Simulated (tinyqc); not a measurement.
Inside a calculation. Method: coherent transport through a tight-binding region between two chains. One step of it, computed by the program tinyqc.

Problem. Transmission at E = -0.68 eV. Surface Green function g = (E - i sqrt(4 t^2 - E^2)) / (2 t^2); self-energy tc^2 g on each contact site; G = (E - H - Sigma)^(-1); Gamma = -2 Im Sigma; T = Gamma_L Gamma_R |G_LR|^2; local density of states -Im G_ii / pi.

H of the central region (eV):
$$\begin{pmatrix}
0.000000 & -2.470000 & 0.000000 & -2.470000 \\
-2.470000 & 0.000000 & -2.470000 & 0.000000 \\
0.000000 & -2.470000 & 0.000000 & -2.470000 \\
-2.470000 & 0.000000 & -2.470000 & 0.000000
\end{pmatrix}$$

Leads: semi-infinite chains with site energy 0:
```
parameter                           value
lead hopping t (eV)              1.950000
coupling to the left lead (eV)   1.320000
coupling to the right lead (eV)  1.310000
left contact site                       1
right contact site                      4
```

E = -0.680000 eV

Give: g; G; local density of states; transmission.

Solution.

g = -0.089-0.505i 1/eV

G (1/eV):
$$\begin{pmatrix}
-0.531-0.384i & 0.126+0.026i & 0.565+0.391i & 0.029+0.082i \\
0.126+0.026i & -0.535-0.427i & 0.131-0.144i & 0.571+0.388i \\
0.565+0.391i & 0.131-0.144i & -0.529-0.430i & 0.128+0.025i \\
0.029+0.082i & 0.571+0.388i & 0.128+0.025i & -0.536-0.381i
\end{pmatrix}$$

local density of states (1/eV): [0.122, 0.136, 0.137, 0.121]

transmission = 0.023
